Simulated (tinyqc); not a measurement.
From results back to parameters: band-to-band tunnelling across a p-n junction in a two-band chain. Three cases, with inputs chosen for the exercise.

Problem. In a uniform field T = exp(-B/F), B = (pi/4) sqrt(m/c) Eg^(3/2), c = hbar^2/2m0, 1 V/angstrom = 100 MV/cm. m is the band-edge mass, the same for both bands (twice the reduced mass). The ratio below comes from a hidden m.

Constants: hbar^2/2m0 = 3.80998211 eV angstrom^2.

Case 1.

Values chosen (out of a larger set: gap and mass near those of InSb; not measured data): Eg = 0.177 eV (gap); F1 = 1.17 MV/cm (first field); F2 = 3.44 MV/cm (second field).

ln(T2/T1) = 0.204196

Case 2.

Values chosen (out of a larger set: gap and mass near those of InSb; not measured data): Eg = 0.188 eV (gap); F1 = 1.08 MV/cm (first field); F2 = 2.16 MV/cm (second field).

ln(T2/T1) = 0.177085

Case 3.

Values chosen (out of a larger set: gap and mass near those of GaAs; not measured data): Eg = 1.388 eV (gap); F1 = 1.3 MV/cm (first field); F2 = 2.06 MV/cm (second field).

ln(T2/T1) = 5.195007

Find: B; m.

Solution. B is the logarithm over 1/F1 - 1/F2, and m = c (4B/pi)^2/Eg^3 with B in V/angstrom.

Case 1.

B = 0.362 MV/cm
m = 0.0146 m0

Case 2.

B = 0.383 MV/cm
m = 0.0136 m0

Case 3.

B = 18.306 MV/cm
m = 0.0774 m0

Computed by tinyqc, one run a case: `OMP_NUM_THREADS=1 python tinyqc.py N N+1 out.jsonl` with N = 1450367, 1450377, 1450409; one thread of a shared Intel(R) Xeon(R) Processor @ 2.30GHz, about 0.01 s a run at most.
